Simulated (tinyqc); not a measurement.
What moves the results: smearing for a one-band metal on the fcc lattice. A value that a table varies takes the place of the one given here.

Lattice vectors (units of a): a1 = (0, 1/2, 1/2), a2 = (1/2, 0, 1/2), a3 = (1/2, 1/2, 0). E(k) = -t A_1(k) - t2 A_2(k), A_m the sum of cos(k . R) over the 12 nearest and 6 second lattice vectors. Mesh k = sum (j_i/N) b_i, j_i = 0 .. N-1.

With x = (E_k - mu)/sigma: Fermi-Dirac f = 1/(1 + exp(x)), s = -f ln f - (1 - f) ln(1 - f); Gaussian f = erfc(x)/2, s = exp(-x^2)/(2 sqrt(pi)); Methfessel-Paxton (first order) f = erfc(x)/2 - x exp(-x^2)/(2 sqrt(pi)), s = (1 - 2 x^2) exp(-x^2)/(4 sqrt(pi)); cold (Marzari-Vanderbilt) with y = x + 1/sqrt(2), f = erfc(y)/2 + exp(-y^2)/sqrt(2 pi), s = y exp(-y^2)/sqrt(2 pi). With weights w = points/N^d (d the dimension), mu solves 2 sum w f = ne; E = 2 sum w f E_k, S = 2 sum w s, F = E - sigma S.

With x = (E_k - mu)/sigma: Gaussian f = erfc(x)/2, s = exp(-x^2)/(2 sqrt(pi)); Methfessel-Paxton (first order) f = erfc(x)/2 - x exp(-x^2)/(2 sqrt(pi)), s = (1 - 2 x^2) exp(-x^2)/(4 sqrt(pi)). With weights w = points/N^d (d the dimension), mu solves 2 sum w f = ne; E = 2 sum w f E_k, S = 2 sum w s, F = E - sigma S.

With x = (E_k - mu)/sigma: Fermi-Dirac f = 1/(1 + exp(x)), s = -f ln f - (1 - f) ln(1 - f). With weights w = points/N^d (d the dimension), mu solves 2 sum w f = ne; E = 2 sum w f E_k, S = 2 sum w s, F = E - sigma S.

Parameters, chosen for this exercise:

| symbol | value | unit | meaning |
|---|---|---|---|
| t | 1.26 | eV | nearest hopping |
| t2 | 0.26 | eV | second hopping |
| ne | 0.37 |  | electrons per cell |
| N | 4 |  | unshifted mesh |
| sigma | 0.63 | eV | width |

## Error of each scheme against the width

All on the dense mesh N = 40. The reference is F of first-order Methfessel-Paxton smearing with sigma = 0.05 t on the mesh N = 40; it moves by 0.25 meV on the mesh N = 50; in three dimensions such meshes can agree by chance and the reference may be off by about 1 meV, so smaller errors are not resolved.

Errors (meV per cell):

| sigma (eV) | FD F | FD (E+F)/2 | Gauss F | Gauss (E+F)/2 | MP F | cold F |
|---|---|---|---|---|---|---|
| 0.126 | -1.51 | 0.11 | -0.20 | 0.01 | 0.01 | 0.03 |
| 0.189 | -3.58 | 0.20 | -0.47 | 0.04 | 0.04 | 0.08 |
| 0.252 | -6.54 | 0.26 | -0.87 | 0.08 | 0.08 | 0.11 |
| 0.378 | -15.09 | 0.36 | -2.09 | 0.15 | 0.16 | 0.13 |
| 0.504 | -27.16 | 0.52 | -3.86 | 0.23 | 0.23 | 0.11 |
| 0.756 | -62.15 | 1.60 | -9.02 | 0.32 | 0.33 | -0.18 |
| 1.008 | -112.58 | 4.50 | -16.30 | 0.35 | 0.41 | -0.83 |

reference = -2.92129 eV

What can be read from the table?

Doubling sigma from 0.252 to 0.504 eV multiplies the error of F by 4.2 (Fermi-Dirac) and 4.4 (Gaussian); a pure sigma^2 term would give 4. At the smallest width Fermi-Dirac errs 7.7 times as much as Gaussian, against 2 pi^2/3 = 6.6 for the ratio of the sigma^2 terms at equal sigma. At the largest width the sizes of the errors rank Gauss (E+F)/2 0.3, MP F 0.4, cold F 0.8, FD (E+F)/2 4.5, Gauss F 16.3, FD F 112.6 meV; below about 1 meV this order, and the ratios at the smallest width, carry the noise of the mesh.

## Mesh against width

Gaussian smearing, (E + F)/2. The reference is F of first-order Methfessel-Paxton smearing with sigma = 0.05 t on the mesh N = 40; it moves by 0.25 meV on the mesh N = 50; in three dimensions such meshes can agree by chance and the reference may be off by about 1 meV, so smaller errors are not resolved.

Errors (meV per cell):

| N | sigma = 0.05 t | sigma = 0.15 t | sigma = 0.4 t |
|---|---|---|---|
| 4 | 14.93 | 11.61 | 3.29 |
| 6 | 110.17 | 106.24 | 96.85 |
| 8 | 44.65 | 43.61 | 40.85 |
| 12 | -5.70 | -6.12 | -7.56 |
| 16 | 3.61 | 3.62 | 3.56 |
| 24 | 1.10 | 0.91 | 0.52 |

reference = -2.92129 eV

How do the results move?

First N from which the value stays within 2 meV of its last entry (which need not be the best one): none before the last for sigma = 0.05 t, none before the last for sigma = 0.15 t, none before the last for sigma = 0.4 t. At the last mesh the errors are +1.10, +0.91 and +0.52 meV. The 2 meV bar does not tell the widths apart. The smallest error belongs to 0.05 t on 1, 0.15 t on 0, 0.4 t on 5 of the 6 meshes.

## What moves the results of Fermi-Dirac smearing

All sums formed anew. Each row changes one parameter from the base and keeps the others.

Results:

| case | mu (eV) | E (eV) | S | F (eV) |
|---|---|---|---|---|
| base | -5.5038 | -2.8861 | 0.1695 | -2.9929 |
| N = 8 | -3.5640 | -2.8423 | 0.1713 | -2.9502 |
| sigma = 1.26 eV | -5.0638 | -2.7960 | 0.2612 | -3.1251 |
| ne = 0.47 | -2.5990 | -3.4414 | 0.0296 | -3.4600 |
| t2 = 0.386 eV | -5.7099 | -2.9286 | 0.1794 | -3.0416 |
| t = 1.386 eV | -6.0427 | -3.1707 | 0.1606 | -3.2719 |

What can be read from the table?

The largest shifts from the base row, up to three for each result and ties (the steps differ in size, so this ranks the rows, not the parameters). mu (eV): ne +2.9048, N +1.9398, t -0.5389. E (eV): ne -0.5553, t -0.2847, sigma +0.0900. S: ne -0.1400, sigma +0.0916, t2 +0.0099. F (eV): ne -0.4671, t -0.2790, sigma -0.1322.

tinyqc: `OMP_NUM_THREADS=1 python tinyqc.py 1651742 1651743 out.jsonl`; about 0.3 s, one thread, shared Intel(R) Xeon(R) Processor @ 2.30GHz.
